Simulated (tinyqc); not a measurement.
Domain walls in a thin film with perpendicular anisotropy: Bloch, Neel and chiral walls, motion and stripe domains: one step, computed by the program tinyqc.

One-dimensional wall: polar angle theta(x), azimuth phi of the moment in the wall (phi = 0 Neel, 90 degrees Bloch). mu_0 = 1.25663706212e-6 T m/A, gamma = 1.76085963023e11 rad/(s T).

Task: Velocity under current. Spin-orbit drive: B_SL = hbar theta_SH J/(2 e M_s t) acts as the field (pi/2) B_SL cos(phi). Steady state: v = (gamma Delta/alpha)(pi/2) B_SL cos(phi) = gamma Delta [B_D sin(phi) - (B_K/2) sin(2 phi)], B_K = 2 K_D/M_s, B_D = pi D/(2 M_s Delta); the root with phi between its rest value and 90 degrees; v saturates at v_D = gamma Delta B_D.

Inputs (values chosen for the exercise, for a model film): saturation magnetisation M_s = 1190 kA/m; DMI constant D = 0.15 mJ/m^2; thickness t = 0.67 nm; damping alpha = 0.043; current density J = 0.72 1e12 A/m^2; spin Hall angle theta_SH = 0.25.

Drive: spin-orbit torque.

K_D = 21.36511 kJ/m^3

width parameter Delta = 6.156291 nm

azimuth phi = 26.40301 degrees

Constants: hbar = 1.054571817e-34 J s; e = 1.602176634e-19 C.

Give: B_SL; azimuth in motion; velocity; saturation velocity v_D.

Result:

B_SL = 74.30 mT

azimuth in motion = 89.33 degrees

velocity = 34.41 m/s

saturation velocity v_D = 34.86 m/s

v is 99 % of v_D: the wall has turned towards Bloch, where the torque loses its grip. Caution: pinning, heating and tilting of the wall are left out.
